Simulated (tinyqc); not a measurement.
# Capacitances against the distance to each plane

Endless row of lines of width wl, height tl and space sl between grounded planes at distance hd; e2 fills the gaps beside the lines, e1 the rest. Laplace's equation is solved on meshes of 3, 6 and 12 steps per unit u and extrapolated (Aitken), which is good to about 0.2 %. C_even (all lines at 1 V) is the capacitance Cg to the planes; C_odd (neighbours in antiphase) = Cg + 4 Cc if only nearest neighbours couple, which defines Cc; total with quiet neighbours Cg + 2 Cc. Plate values 2 eps0 e1 wl/hd and eps0 e2 tl/sl.

Parameters, values chosen for the exercise: relative permittivity above and below the lines e1 = 3.9; relative permittivity between the lines e2 = 1; line width, in units u wl = 4 u; line height tl = 10 u; space between lines sl = 8 u.

Constants: eps0 = 8.8541878128e-12 F/m. Results are converted to the units shown.

The same in every row: plate Cc (aF/um) = 11.1.

Results:

| hd (u) | Cg (aF/um) | Cc (aF/um) | Cg + 2 Cc (aF/um) | C_odd (aF/um) | plate Cg (aF/um) | share of coupling, 2 Cc/(Cg + 2 Cc) (%) |
|---|---|---|---|---|---|---|
| 2 | 233 | 5.64 | 244 | 255 | 138 | 4.62 |
| 3 | 176 | 7.58 | 191 | 206 | 92.1 | 7.94 |
| 4 | 143 | 9.93 | 163 | 183 | 69.1 | 12.2 |
| 6 | 106 | 14.6 | 136 | 165 | 46.0 | 21.6 |
| 8 | 84.5 | 18.6 | 122 | 159 | 34.5 | 30.6 |
| 10 | 70.2 | 21.7 | 114 | 157 | 27.6 | 38.2 |

Estimate the missing row, hd = 5 u.

Computed row:

| hd (u) | Cg (aF/um) | Cc (aF/um) | Cg + 2 Cc (aF/um) | C_odd (aF/um) | plate Cg (aF/um) | share of coupling, 2 Cc/(Cg + 2 Cc) (%) |
|---|---|---|---|---|---|---|
| 5 | 122 | 12.3 | 147 | 171 | 55.3 | 16.8 |

With this row back in the table: As hd goes from 2 to 10, Cg falls from 233 to 70.2 aF/um, Cc rises from 5.64 to 21.7 aF/um and the share of coupling rises from 4.62 to 38.2 %. Cg is 1.69 times its plate value in the first row and 2.54 times in the last; for Cc the ratios are 0.509 and 1.96. Neighbours in antiphase raise the load by a factor of 1.05 and 1.38 over quiet ones. For hd = 10 the planes are farther than 0.8 of the pitch, so second neighbours couple too and Cg + 2 Cc understates the quiet load by a per cent or more.

tinyqc, about 1 s, one thread, Intel Xeon 2.30GHz (shared host): `OMP_NUM_THREADS=1 python tinyqc.py 2790220 2790221 out.jsonl`
